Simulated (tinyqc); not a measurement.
Inside a calculation. Model: Berg model of reactive sputtering of a nitride or oxide: poisoning, hysteresis and pumping speed. Computed by tinyqc, a small Python program that keeps every step. Command: `OMP_NUM_THREADS=1 python tinyqc.py 3029251 3029252 out.jsonl berg walk`. One thread of a shared host (Intel(R) Xeon(R) Processor @ 2.30GHz), about 0.06 s of CPU time with the checks. Intermediate numbers are printed to about 5 digits and carried at full precision; extremes and crossings named in words are read from the listed rows.

A diatomic gas reacts with bare metal on the target and on the collecting surfaces; ions remove metal and compound from the target. theta_t and theta_c are the compound fractions.

Inputs (values chosen for the exercise, close to those used for silicon nitride):
```
quantity,value,unit
ion current density J,13,mA/cm^2
target area A_t,88,cm^2
collecting area A_c,4700,cm^2
metal yield Y_m,0.63,-
compound yield Y_c,0.13,-
sticking coefficient alpha,0.69,-
reactive atoms per metal atom z,1.33,-
gas mass M,28,u
pumping speed S,330,l/s
gas temperature T,300,K
reactive partial pressure P,0.0051,Pa
```

Constants: e = 1.602176634e-19 C; u = 1.6605390666e-27 kg; k_B = 1.380649e-23 J/K.

## Steady state at the pressure P

Ion flux j = J/e; gas flux F = P/sqrt(2 pi M k_B T). Target: (2/z) alpha F (1 - theta_t) = j Y_c theta_t. Sputtered flows F_c = j Y_c theta_t A_t, F_m = j Y_m (1 - theta_t) A_t. Collector: (2/z) alpha F (1 - theta_c) A_c + F_c (1 - theta_c) = F_m theta_c. Gas use Q = alpha F [(1 - theta_t) A_t + (1 - theta_c) A_c] + P S/(k_B T); 1 sccm = 4.4780e17 molecules/s. Rate R = F_m + F_c, given relative to j Y_m A_t.

ion flux j = 8.1140e+16 1/(cm^2 s)

gas flux F = 1.4661e+16 1/(cm^2 s)

theta_t = 0.59053

theta_c = 0.97507

gas use (sccm): target 0.8140, collector 2.6469, pump 0.9074

total flow Q = 4.3683 sccm

rate relative to clean metal = 0.53132

The target is partly covered. The film is 97.5 % compound. Caution: here dQ/dP is negative, a branch that flow control cannot hold.

## Critical pumping speed

P is a single-valued function of the flow Q only if dQ/dP > 0 everywhere: S must exceed k_B T times the steepest fall of the surface terms with P.

pressure of the steepest fall = 0.0025963 Pa

critical pumping speed = 587.14 l/s

S is 0.56 times the critical value: the flow curve is S-shaped and flow control shows hysteresis.

## The hysteresis loop

Turning points solve dQ/dP = 0; a jump keeps Q fixed; the width of the loop is the difference of the two turning flows.

Corners of the loop:
```
point,P (Pa),Q (sccm),theta_t,theta_c,relative rate
edge of the metallic branch,0.001565,4.7104,0.30681,0.87697,0.75650
"landing, poisoned",0.012055,4.7104,0.77319,0.99402,0.38636
edge of the poisoned branch,0.006218,4.3467,0.63748,0.98176,0.49407
"landing, metallic",0.000705,4.3467,0.16617,0.72790,0.86812
```

width of the loop = 0.36371 sccm

Raising the flow past 4.71 sccm drops the rate from 0.756 to 0.386; the metallic mode returns only below 4.35 sccm. The best film reachable on the metallic branch is 88 % compound, so the region between needs pressure feedback. The pressure P of the inputs lies between the turning points, where dQ/dP is negative and flow control cannot hold it.

## Flow curve at three pumping speeds

The formulas are those given above.

Pressure as the free variable:
```
P (Pa),theta_t,theta_c,relative rate,Q at S_c/4 (sccm),Q at S_c (sccm),Q at 2 S_c (sccm)
0.00013,0.03546,0.29954,0.97186,1.9550,1.9858,2.027
0.00026,0.06849,0.46951,0.94564,2.9865,3.0483,3.131
0.00052,0.12820,0.65389,0.89826,3.9649,4.0883,4.253
0.00091,0.20467,0.78350,0.83757,4.4558,4.6719,4.960
0.00160,0.31151,0.88004,0.75277,4.5521,4.9319,5.438
0.00260,0.42371,0.93426,0.66372,4.3481,4.9654,5.788
0.00420,0.54290,0.96653,0.56913,4.0071,5.0042,6.334
0.00650,0.64765,0.98301,0.48599,3.7058,5.2490,7.307
0.01000,0.73876,0.99173,0.41369,3.5321,5.9062,9.072
0.02100,0.85588,0.99781,0.32073,3.7998,8.7856,15.433
```

At S_c/4 the flow falls with pressure in 4 of the intervals: as the target poisons, less metal arrives to getter the gas. At 2 S_c it rises throughout. Coverages and rate depend on P alone, not on S. The collector converts before the target (theta_c = 0.88 at theta_t = 0.31), since the metal is spread over a larger area and no ions clean it. The rate tends to Y_c/Y_m = 0.206.

Checks made by the program: gas taken up by surfaces against gas bound in the growing film (relative difference below 1e-10).
